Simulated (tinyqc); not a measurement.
Conductivity against oxygen pressure: defect equilibria of an oxide against oxygen pressure (mass action). Computed by tinyqc, a small Python program. Command: `OMP_NUM_THREADS=1 python tinyqc.py 3004207 3004208 out.jsonl brouwer walk`. One thread of a shared host (Intel(R) Xeon(R) Processor @ 2.30GHz), about 0.01 s of CPU time with the checks.

Defects: oxygen vacancies V (charge +2), electrons n, holes p, the ionic partner X = O_i'' (charge -2). Activities are taken equal to concentrations.

Inputs (values chosen for the exercise, for a model oxide):
```
quantity                           value             unit
reduction enthalpy H_r              4.63               eV
prefactor K_r0                   1.7e+68  cm^-9 atm^(1/2)
gap E_g                             2.31               eV
prefactor N_c N_v                1.4e+40            cm^-6
disorder enthalpy H_s               2.76               eV
prefactor K_s0                     3e+45            cm^-6
temperature T                       1100                K
electron mobility mu_n             0.015       cm^2/(V s)
hole mobility mu_p                 0.021       cm^2/(V s)
vacancy diffusion prefactor D_0     0.15           cm^2/s
vacancy migration energy E_m        0.53               eV
```

Ionic disorder: anion Frenkel. Dopant (singly charged, fully ionised): none.

Constants: k_B = 8.617333262e-05 eV/K; e = 1.602176634e-19 C.

Method:
- K_r = K_r0 exp(-H_r/k_B T) = [V] n^2 P^(1/2); K_i = N_c N_v exp(-E_g/k_B T) = n p; K_s = K_s0 exp(-H_s/k_B T) = [X] [V].
- Neutrality: 2 [V] + p = n + 2 [X]. With n as the unknown, [V] = K_r/(n^2 P^(1/2)), p = K_i/n, [X] = K_s/[V]; the log ratio is ln(positive/negative).
- The root is found by 60 bisections in ln n between n = 1e-10 and 1e25 cm^-3.
- sigma_n = e n mu_n, sigma_p = e p mu_p, sigma_ion = 2 e [V] mu_V with mu_V = 2 e D/(k_B T) and D = D_0 exp(-E_m/k_B T); only the oxygen vacancies carry ionic current, and the ionic transport number is sigma_ion over the total.

K_r = 1.04127e+47 cm^-9 atm^(1/2)

K_i = 3.65253e+29 cm^-6

K_s = 6.78984e+32 cm^-6

Log10 of the conductivities in S/cm:
```
log10 P (atm)   n-type   p-type    ionic    total  ionic transport number
-28            -0.1797  -11.350  -0.2837   0.0725                 0.44042
-24            -0.8463  -10.683  -0.9503  -0.5942                 0.44042
-20            -1.5130  -10.017  -1.6170  -1.2609                 0.44043
-16            -2.1797   -9.350  -2.2836  -1.9275                 0.44051
-12            -2.8474   -8.682  -2.9481  -2.5938                 0.44231
-8             -3.5343   -7.995  -3.5744  -3.2528                 0.47694
-4             -4.3563   -7.173  -3.9304  -3.7919                 0.72696
0              -5.3221   -6.208  -3.9987  -3.9760                 0.94906
```

What does the comparison show, and why?

The ionic transport number exceeds 0.9 in the rows log P = 0: the electrolytic window. The total has no minimum inside this range.

Extremes, crossings and ranges named in words are read from the listed rows.
